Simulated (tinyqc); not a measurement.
Wafer bonding and layer transfer: bond energy, gap closing, particles, bonding of dissimilar wafers and hydrogen blisters: one step, computed by the program tinyqc.

gamma is the energy per area of each of the two surfaces; plates are isotropic.

Problem. Bond energy from the blade test. Two cantilevers opened by t_b: gamma = 3 t_b^2 E1 t1^3 E2 t2^3/(16 L^4 (E1 t1^3 + E2 t2^3)).

Inputs (values chosen for the exercise, with wafer 1 close to silicon):

| quantity | value | unit |
|---|---|---|
| Young's modulus E1 | 139 | GPa |
| Young's modulus E2 | 106 | GPa |
| thickness t1 | 775 | micrometre |
| thickness t2 | 200 | micrometre |
| blade thickness t_b | 230 | micrometre |
| crack length L | 19.9 | mm |

Pair: two different wafers.

Give: bond energy gamma.

Solution.

bond energy gamma = 0.05294 J/m^2

An error of 5 % in L changes gamma by about 20 %. This is the level of van der Waals or hydrogen bonds, as after contact at room temperature.
